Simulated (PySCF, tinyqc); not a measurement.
Ways to converge the cycle: SCF convergence aids in the sto-3g basis, for BeH+, spin multiplicity 1. Computed by the program tinyqc with PySCF. RHF with one setting changed at a time; a run stops when the energy changes by less than 1e-09 hartree and the error matrix is below 1e-5. The start is the Wolfsberg-Helmholz matrix. Damping d keeps d of the old density; a shift (hartree) raises the virtual levels; DIIS n extrapolates F over n matrices.

Geometry (angstrom):
```
atom       x       y       z
Be    0.0000  0.0000  0.0000
H     0.0000  0.0000  2.2330
```

lowest restricted solution found by these runs and by PySCF = -14.543607 hartree

Largest element of the error matrix X^T (FDS - SDF) X:
```
iteration    plain  damping 0.3  damping 0.6  shift 0.4   DIIS 3   DIIS 8
1          2.2e-01      2.2e-01      2.2e-01    2.2e-01  2.2e-01  2.2e-01
2          7.1e-02      7.2e-02      1.3e-01    1.0e-01  7.1e-02  7.1e-02
3          6.4e-02      6.8e-02      8.9e-02    7.6e-02  6.5e-02  6.5e-02
4          4.3e-02      6.1e-02      6.9e-02    7.3e-02  2.7e-02  2.7e-02
5          2.3e-02      4.9e-02      6.6e-02    6.9e-02  1.2e-02  6.0e-03
6          1.1e-02      3.5e-02      6.1e-02    6.3e-02  5.5e-03  1.5e-03
8          2.2e-03      1.5e-02      4.9e-02    4.7e-02  1.1e-05  5.3e-05
10         4.1e-04      6.0e-03      3.6e-02    3.0e-02        -  5.6e-07
14         1.5e-05      8.2e-04      1.6e-02    8.9e-03        -        -
20               -      4.0e-05      3.7e-03    1.2e-03        -        -
30               -            -      2.9e-04    3.6e-05        -        -
45               -            -      6.1e-06          -        -        -
```

How each run ends:
```
run          iterations  E (hartree)         state
plain                15   -14.543607  lowest found
damping 0.3          24   -14.543607  lowest found
damping 0.6          45   -14.543607  lowest found
shift 0.4            34   -14.543607  lowest found
DIIS 3                9   -14.543607  lowest found
DIIS 8               11   -14.543607  lowest found
```

What does the comparison show, and why?

6 of 6 runs reach the lowest restricted solution found, in 9 to 45 iterations (fastest: DIIS 3). Plain steps already contract here, so damping only slows them. DIIS 3 and DIIS 8 gain by cancelling the error over several earlier matrices, much as a quasi-Newton step does. The restricted reference is unstable here: a spin-polarised solution lies 0.0450 hartree lower (PySCF), so results built on it describe a poor reference.
